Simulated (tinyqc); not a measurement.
Inside a calculation. Model: Stillinger-Weber potential for a tetrahedral semiconductor. Computed by tinyqc, a small Python program that keeps every step. Command: `OMP_NUM_THREADS=1 python tinyqc.py 3013627 3013628 out.jsonl swsi walk`. One thread of a shared host (Intel(R) Xeon(R) Processor @ 2.30GHz), about 0.03 s of CPU time with the checks. Intermediate numbers are printed to about 6 digits and carried at full precision; extremes and crossings named in words are read from the listed rows.

With x = r/sigma: pair term eps A (B x^-4 - 1) exp(1/(x - a)); for each pair of neighbours j, k of atom i, three-body term eps lambda exp(gamma/(x_ij - a) + gamma/(x_ik - a)) (cos theta_jik + 1/3)^2; both vanish beyond x = a. A = 7.049556277, B = 0.6022245584, a = 1.8.

Inputs (values chosen for the exercise, modelled on silicon):
```
quantity                    value      unit
energy scale eps            2.236        eV
length scale sigma          2.087  angstrom
three-body strength lambda   21.8         -
gamma                         1.3         -
bond 1 of the trimer         2.63  angstrom
bond 2 of the trimer         2.36  angstrom
angle of the trimer theta     103   degrees
```

displacement of one atom (angstrom): 0.026  0.1  0.14

Constants: 1 eV/angstrom^3 = 160.2176634 GPa.

## A trimer

Atom 1 binds atoms 2 and 3 at the angle theta; the third side follows from the cosine rule. Sum the three pair terms and the three-body terms centred on each atom.

distance 2-3 = 3.90883 angstrom

pair terms (eV): 1-2 -1.88198, 1-3 -2.23440, 2-3 0.00000

three-body term at atom 1 = 0.00738393 eV

three-body terms at atoms 2 and 3 = 0 eV

energy of the trimer = -4.10899 eV

The cut-off is 3.757 angstrom, so atoms 2 and 3 do not interact directly.

## The diamond lattice

All angles are tetrahedral, so only the pair term acts; its minimum lies at x = 2^(1/6) with depth eps, and second neighbours lie beyond the cut-off. a0 = 4 d/sqrt3; E = -2 eps per atom.

bond length d = 2.34258 angstrom

lattice constant a0 = 5.40995 angstrom

energy per atom = -4.472 eV

## Elastic constants and internal strain

Second derivatives of the energy per atom, volume a0^3/8: e_xx gives C11, e_xx = -e_yy gives 2 (C11 - C12), e_xy = e_yx = h/2 gives the unrelaxed C44(0). Under that shear the second sublattice shifts by u_z; minimising over u_z gives C44 = C44(0) - E_hu^2/(E_uu V) and Kleinman's zeta = |E_hu/E_uu|/(a0/4). The optical force constant is k = 4 E_uu, with M omega^2 = k at the zone centre.

C11 = 146.123 GPa

C12 = 85.6566 GPa

unrelaxed C44(0) = 112.531 GPa

C44 = 48.2196 GPa

internal strain zeta = 0.696193

optical force constant k = 35.8425 eV/angstrom^2

Internal relaxation lowers C44 by 57 %. zeta = 1 would keep all bond lengths equal under shear and 0 would move atoms with the lattice; the value here is 0.70. Caution: the original fit to silicon is too soft in shear (C44) and too stiff for the optical mode.

## One atom displaced in the eight-atom cell

Cubic cell of side a0 with periodic images; atoms 1 to 4 at (0,0,0), (0,1/2,1/2), (1/2,0,1/2), (1/2,1/2,0), atoms 5 to 8 shifted by (1/4,1/4,1/4). Atom 5 is moved by u. Forces are minus the gradient of the total energy.

bond lengths from atom 5 to atoms 1 to 4 (angstrom): 2.49749  2.22241  2.31072  2.35708

rise of the pair energy = 0.206169 eV

three-body energy = 0.0480502 eV

forces (eV/angstrom):
```
               x         y         z
atom 5  -0.04989  -1.65302  -2.37032
atom 1   0.68681   0.80423   0.85999
atom 2  -0.79824   0.89835   0.95038
atom 3   0.20604  -0.08550   0.38558
atom 4  -0.04907   0.07464   0.23332
```

Bond bending carries 19 % of the energy rise. The four neighbours take up a total force of 2.961 against 2.890 eV/angstrom on atom 5; the difference acts on atoms 6 to 8.

## Diamond against structures with more neighbours

Each structure is relaxed in its neighbour distance d (lowest minimum for d between sigma and 1.7 sigma), with all neighbours inside the cut-off, second shells too where they fall inside.

Energies per atom (eV):
```
structure     first neighbours  d (angstrom)      pair  three-body     total  volume (angstrom^3)
diamond                      4       2.34258  -4.47200     0.00000  -4.47200              19.7920
simple cubic                 6       2.55575  -6.09012     1.41738  -4.67274              16.6937
bcc                          8       2.72604  -7.95622     2.67659  -5.27963              15.5945
fcc                         12       2.84652  -7.88549     2.67655  -5.20894              16.3090
```

The order is bcc < fcc < simple cubic < diamond, the lowest two 0.071 eV apart. Against diamond the pair energy changes by -1.62 (simple cubic), -3.48 (bcc), -3.41 (fcc) eV, while angles away from 109.47 degrees cost 1.42, 2.68, 2.68 eV; the bonds stretch to 2.85 angstrom in fcc to weaken that penalty. With lambda = 21.8 and gamma = 1.3 (21 and 1.2 in the original fit to silicon) the three-body term, which a larger gamma damps, does not keep diamond lowest, unlike the element itself.

Checks made by the program: lattice sum at a0 (relative difference below 1e-10); B from the pair term alone, phi''(d)/(3 a0), against (C11 + 2 C12)/3 (relative difference 6e-07).
